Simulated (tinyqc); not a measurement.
# Signal and retention of a DRAM cell: effect of temperature

A stored one starts at Vd and leaks: Cs dV/dt = -I(V), I = a sqrt((V + Vb)/(Vd + Vb)) + b, with a = Ig exp[-(Eg1 q/kB)(1/T - 1/T0)] (generation in a depletion layer) and b = Is exp[-(Es q/kB)(1/T - 1/T0)]. The bit line is precharged to Vd/2, and charge sharing gives the signal (V - Vd/2) Cs/(Cs + Cb).

The cell fails below Vc = Vd/2 + dm (Cs + Cb)/Cs. With s = sqrt((Vc + Vb)/(Vd + Vb)), the time from Vd to Vc is t = [2 Cs (Vd + Vb)/a] [1 - s - (b/a) ln((a + b)/(a s + b))]. This time is the median of a log-normal spread: failing cells = Nc erfc(z/sqrt 2)/2, z = ln(t/tr)/sg.

Inputs (values chosen for the exercise): array voltage Vd = 1.4 V; cell capacitance Cs = 13 fF; bit-line capacitance Cb = 54 fF; smallest signal that the sense amplifier resolves dm = 41 mV; built-in plus back-bias voltage of the storage junction Vb = 1.66 V; junction leakage at V = Vd and T0 Ig = 0.38 fA; voltage-independent leakage at the reference temperature0 Is = 1.3 fA; activation energy of Is Es = 0.45 eV; reference temperature T0 = 358 K; deviation of ln(retention time) over the cells sg = 0.84; cells Nc = 1.07e9; refresh interval tr = 64 ms; activation energy of Ig Eg1 = 0.51 eV.

Constants: q = 1.602176634e-19 C, kB = 1.380649e-23 J/K. Results are converted to the units shown.

Effect of temperature:
```
T (K)   a (fA)   b (fA)  retention time (s)  failing cells
298    0.01362  0.06894               77.48       1.545e-8
318    0.04750   0.2075               25.10       6.238e-4
338     0.1429   0.5484               9.269          1.688
358     0.3800    1.300               3.817          605.9
368     0.5955    1.932               2.538           6315
378     0.9113    2.813               1.723        4.730e4
398      2.001    5.631              0.8414        1.157e6
```

The retention time falls from 77.5 to 0.841 s, halving every 19.3 K at the hot end. Its apparent activation energy goes from 0.460 to 0.465 eV, between Es = 0.45 and Eg1 = 0.51 eV, as the share of a in the leakage grows from 16.5 to 26.2 %.

Range of the model: Real arrays also hold a tail of unusually leaky cells and cells whose retention varies in time, which this model lacks.

Program tinyqc, `OMP_NUM_THREADS=1 python tinyqc.py 2130081 2130082 out.jsonl`; Intel Xeon 2.30GHz, shared host, one thread, about 0.01 s.
